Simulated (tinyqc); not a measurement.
Zener tunnelling in a reverse-biased junction, two-band WKB: one step of the calculation.

Abrupt p-n junction, depletion approximation. Energies E are counted from the conduction-band edge of the neutral n side; its Fermi level lies at dn, that of the p side at dn - V, and the valence-band edge of the neutral p side at Em = dn + dp - V. Tunnelling needs 0 < E < Em. Two-band dispersion with equal masses m: inside the gap kappa = sqrt(m u (1 - u/Eg)/C), u the distance from a band edge, C = hbar^2/(2 m0).

Task. Fermi levels and built-in voltage. Nd = Nc F12(dn/Vt), Na = Nv F12(dp/Vt), F12(x) = (2/sqrt(pi)) int_0^infinity sqrt(u)/(1 + exp(u - x)) du; dn = EF - Ec on the n side, dp = Ev - EF on the p side (negative outside the bands); Vbi = Eg + dn + dp.

Values chosen for this exercise; band and dielectric values close to those of indium arsenide: temperature T = 300 K; band gap Eg = 0.356 eV; conduction-band density of states at 300 K Nc = 8.72e16 cm^-3; valence-band density of states at 300 K Nv = 6.69e18 cm^-3; acceptor density Na = 4.8e18 cm^-3; donor density Nd = 1.7e18 cm^-3.

Constants: q = 1.602176634e-19 C, kB = 1.380649e-23 J/K, Vt = kB T/q. Results are converted to the units shown.

Give: dn; dp; Vbi.

Result.

dn = 0.2239 eV
dp = -0.002089 eV
Vbi = 0.5778 V

Boltzmann statistics would give dn = 0.0768 eV and dp = -0.00858 eV. At zero bias the bands of the two sides overlap by dn + dp.

Range of the model: Parabolic densities of states, no band tails and no gap narrowing, all of which matter at such doping.

Program tinyqc, `OMP_NUM_THREADS=1 python tinyqc.py 2620117 2620118 out.jsonl`; Intel Xeon 2.30GHz, shared host, one thread, about 0.02 s.
